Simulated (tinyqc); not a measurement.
# MOSFET with velocity saturation and source resistance: what changes with what

Strong inversion, charge Q = Cox (Vg - m V) at channel potential V with Vg the gate overdrive, and drift velocity v = mu E/(1 + mu E/vsat). Integrating along the channel gives I = mu Cox (1/L)(Vg Vd - m Vd^2/2)/(1 + Vd/Vc) per width, Vc = vsat L/mu, which peaks at Vdsat. Units: I in uA/um, Rs in ohm um, so the drop over Rs is 1e-6 I Rs volts.

Parameters, values chosen for the exercise: gate capacitance Cox = 2.3 uF/cm^2; mobility at low gate voltage mu0 = 550 cm^2/(V s); mobility degradation th = 0.6 1/V; saturation velocity vsat = 1.1e7 cm/s; body factor m = 1.39; threshold VT = 0.26 V; channel length L = 0.25 um; source resistance Rs = 100 ohm um; gate voltage Vgs = 1 V.

Each table varies one quantity; the others keep the values above.

## Effect of the mobility degradation

Vg = Vgs - I Rs - VT (0 if negative), mu = mu0/(1 + th Vg), Vc = vsat L/mu, x = sqrt(1 + 2 Vg/(m Vc)), Vdsat = 2 Vg/(m (1 + x)), Isat = Cox vsat Vg (x - 1)/(x + 1) per width. I = Isat is solved self-consistently; gm = dI/dVgs; Vdsat is the intrinsic value. The velocity at the source is I/(Cox Vg).

Effect of the mobility degradation:
```
th (1/V),Vc (V),Vdsat (V),Isat (uA/um),gm (uS/um),velocity at the source/vsat
0,0.50000,0.36523,469.11,964.91,0.26752
0.2,0.56962,0.37648,437.53,876.34,0.24838
0.4,0.63980,0.38627,410.06,802.49,0.23187
0.6,0.71042,0.39487,385.92,739.97,0.21747
0.8,0.78142,0.40249,364.53,686.37,0.20480
1,0.85273,0.40930,345.44,639.91,0.19354
1.2,0.92430,0.41541,328.28,599.26,0.18348
```

What does the comparison show?

As th goes from 0 to 1.2 1/V, Isat falls from 469 to 328 uA/um, Vdsat rises from 0.365 to 0.415 V and gm falls from 965 to 599 uS/um; the velocity at the source goes from 0.27 to 0.18 of vsat.

## Output curve without source resistance

Vg = Vgs - VT (0 if negative), mu = mu0/(1 + th Vg), Vc = vsat L/mu, x = sqrt(1 + 2 Vg/(m Vc)), Vdsat = 2 Vg/(m (1 + x)), Isat = Cox vsat Vg (x - 1)/(x + 1) per width. Below Vdsat the formula of the introduction holds, beyond it I = Isat; constant velocity-field slope (Vc infinite) gives the second column, with saturation at Vg/m.

Output curve without source resistance:
```
Vd (V),I without velocity saturation (uA/um),I (uA/um)
0.1,234.95,206.37
0.16,352.55,288.59
0.22,452.60,346.90
0.28,535.13,385.59
0.34,600.11,407.99
0.41,653.77,416.98
0.47,680.77,417.00
0.53,690.23,417.00
0.59,690.24,417.00
```

What does the table show?

Velocity saturation lowers the current by 12 % in the first row and 40 % in the last, and moves saturation from Vg/m = 0.532 V to 0.414 V.

## Effect of the gate voltage

Same model as above.

Effect of the gate voltage:
```
Vgs (V),Vc (V),Vdsat (V),Isat (uA/um),gm (uS/um),velocity at the source/vsat
0.41,0.5441,0.09706,30.45,355.7,0.08189
0.67,0.6182,0.2377,160.7,607.1,0.1613
0.94,0.6937,0.3673,342.0,722.9,0.2093
1.2,0.7658,0.4843,538.6,784.2,0.2402
1.47,0.8403,0.6011,756.1,823.8,0.2634
1.73,0.9118,0.7106,973.8,849.2,0.2804
2,0.9858,0.8222,1206,868.0,0.2943
2.26,1.057,0.9282,1433,881.2,0.3051
```

What does the table show?

As Vgs goes from 0.41 to 2.26 V, Isat rises from 30.4 to 1430 uA/um, Vdsat rises from 0.0971 to 0.928 V and gm rises from 356 to 881 uS/um; the velocity at the source goes from 0.082 to 0.31 of vsat. Against the overdrive Vgs - VT the current goes with exponent 1.65 at the start and 1.24 at the end (2 for the square law). With vsat made a thousand times larger the last exponent would be 1.41, which is what th and Rs alone leave. For Vgs = 1.73 to 2.26 V the channel charge passes 3 uC/cm^2, near what a silicon dioxide gate withstands.

tinyqc, about 0.01 s, one thread, Intel Xeon 2.30GHz (shared host): `OMP_NUM_THREADS=1 python tinyqc.py 2500143 2500144 out.jsonl`
